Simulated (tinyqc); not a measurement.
## Voltage acceleration of oxide breakdown, four models on the same data: effect of the use temperature

Field E = V/tox in MV/cm. Models: ln(t63/1 s) = a - c X with X = E (E model), -1/E (1/E model), ln V (power law, c the exponent n) or sqrt(E).

With a and c fitted to the stress data, the voltage for ten years solves a - c X + ln(temperature factor times ks) = ln 3.15576e8; temperature factor exp[(Ea q/kB)(1/Tu - 1/Ts)].

Values chosen for this exercise:
- tox = 5.2 nm (oxide thickness)
- Ts = 373 K (stress temperature)
- Ea = 0.93 eV (activation energy)
- ks = 5.1e-6 (factor for area and percentile)

Constants: q = 1.602176634e-19 C, kB = 1.380649e-23 J/K. Results are converted to the units shown.

```
model         c         a
E       5.10564   51.9741
1/E     369.950  -35.5875
power   43.6996   73.2007
sqrt E  29.9151   95.6340
```

Results:
columns A: Tu (K); B: temperature factor; C: V for ten years, E (V); D: V for ten years, 1/E (V); E: V for ten years, power (V); F: V for ten years, sqrt E (V)
```
A          B      C      D      E      F
273  4.007e4  3.139  3.390  3.290  3.223
298     1454  2.801  3.203  3.050  2.942
328    52.96  2.463  3.036  2.827  2.675
358    3.361  2.183  2.909  2.654  2.462
398   0.1624  1.874  2.782  2.476  2.238
423  0.03271  1.711  2.719  2.387  2.124
```

Estimate the missing row, Tu = 378 K.

Computed row:
columns A: Tu (K); B: temperature factor; C: V for ten years, E (V); D: V for ten years, 1/E (V); E: V for ten years, power (V); F: V for ten years, sqrt E (V)
```
A         B      C      D      E      F
378  0.6820  2.020  2.840  2.559  2.343
```

With this row back in the table: The temperature factor falls from 40100 to 0.0327, and the allowed voltage by 45.5 % in the E model and 19.8 % in the 1/E model: the steeper a model is near use conditions, the less voltage a given factor in time costs.

Range of the model: All four laws are empirical fits; none is established far below the stress range.

tinyqc, about 0.01 s, one thread, Intel Xeon 2.30GHz (shared host): `OMP_NUM_THREADS=1 python tinyqc.py 2070049 2070050 out.jsonl`
